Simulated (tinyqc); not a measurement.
# Worked calculation: one-sided p+-n junction, ionisation integral and breakdown

Program tinyqc, `OMP_NUM_THREADS=1 python tinyqc.py 2120144 2120145 out.jsonl`; Intel Xeon 2.30GHz, shared host, one thread, about 0.05 s. Printed values are rounded.

A p+ layer at x < 0 and an n drift layer from x = 0. Depletion approximation, built-in voltage neglected. Local ionisation coefficients alpha_n = an exp(-(bn/E)^mx), alpha_p = ap exp(-(bp/E)^mx). Electrons move towards +x, holes towards x = 0.

Parameters, values chosen for the exercise; material values close to those of silicon:

| symbol | value | unit | meaning |
|---|---|---|---|
| eps_r | 11.5 |  | relative permittivity |
| an | 6.92e5 | 1/cm | prefactor of the electron ionisation coefficient |
| bn | 1.26e6 | V/cm | field constant for electrons |
| ap | 1.61e6 | 1/cm | prefactor of the hole ionisation coefficient |
| bp | 2.04e6 | V/cm | field constant for holes |
| mx | 1 |  | exponent |
| N | 1.3e15 | cm^-3 | donor density of the drift layer |
| V | 179 | V | reverse voltage |
| fr | 0.4 |  | share of the depleted width that the grid covers |

Constants: q = 1.602176634e-19 C, eps0 = 8.8541878128e-14 F/cm where lengths are in cm. Results are converted to the units shown.

## Field and ionisation coefficients on a grid

W = sqrt(2 eps0 eps_r V/(q N)), peak field E0 = q N W/(eps0 eps_r), falling linearly to 0 at W. Grid: 13 equal steps from 0 to fr W.

W = 13.2293 um

```
point   x (um)  E (kV/cm)  alpha_n (1/cm)  alpha_p (1/cm)
0      0.00000    270.611         6576.17         856.833
1      0.40706    262.284         5672.55         674.469
2      0.81411    253.958         4845.90         522.651
3      1.22117    245.631         4095.74         398.065
4      1.62823    237.305         3421.09         297.438
5      2.03528    228.978         2820.41         217.589
6      2.44234    220.652         2291.56         155.464
7      2.84939    212.325         1831.80         108.186
8      3.25645    203.999         1437.75         73.0899
9      3.66351    195.672         1105.45         47.7585
10     4.07056    187.346         830.323         30.0480
11     4.47762    179.019         607.286         18.1076
12     4.88468    170.693         430.809         10.3860
13     5.29173    162.366         295.042         5.62699
```

## Ionisation integrals by the trapezoid rule

G(x) = integral from 0 to x of (alpha_n - alpha_p); I_n = integral of alpha_n exp(-G) (electrons injected at x = 0), I_p = integral of alpha_p exp(G(end) - G) (holes injected at the far edge); M = 1/(1 - I). All integrals by the trapezoid rule on the grid.

```
point        G  alpha_n exp(-G) (1/cm)
0      0.00000                 6576.17
1      0.21813                 4560.85
2      0.40784                 3222.92
3      0.57109                 2313.71
4      0.70993                 1682.08
5      0.82648                 1234.18
6      0.92293                  910.56
7      1.00148                  672.88
8      1.06434                  495.96
9      1.11364                  362.99
10     1.15145                  262.53
11     1.17973                  186.66
12     1.20028                  129.72
13     1.21473                   87.57
```

I_n = 0.788342
I_p = 0.266910
M_n = 4.72461
M_p = 1.36409

A grid of 1500 steps over the whole width gives I_n = 0.7877 and I_p = 0.2686; the coarse I_n is 0.087 % above and the coarse I_p 0.64 % below those values. Electrons multiply more: on this coarse grid M - 1 is 10.2 times as large for them.

## Breakdown voltage by secant steps

G(x) = integral from 0 to x of (alpha_n - alpha_p); I_n = integral of alpha_n exp(-G) (electrons injected at x = 0), I_p = integral of alpha_p exp(G(end) - G) (holes injected at the far edge); M = 1/(1 - I). Secant steps on ln I_n(V) = 0 with the integrals on a fine grid (1500 steps), from the points V = 169 and 205 V; stop when the step is below 1e-7 of V.

Course of the iteration:
```
step    V (V)       I_n  change of V (V)
1         205  0.963152             4.39
2     209.395  0.987975             2.09
3     211.484  0.999293            0.130
4     211.614  0.999986          2.69e-3
5     211.616   1.00000          3.30e-6
```

Breakdown at 211.62 V, with a peak field of 294.2 kV/cm and W = 14.38 um. The integral for holes reaches 1 at the same voltage.
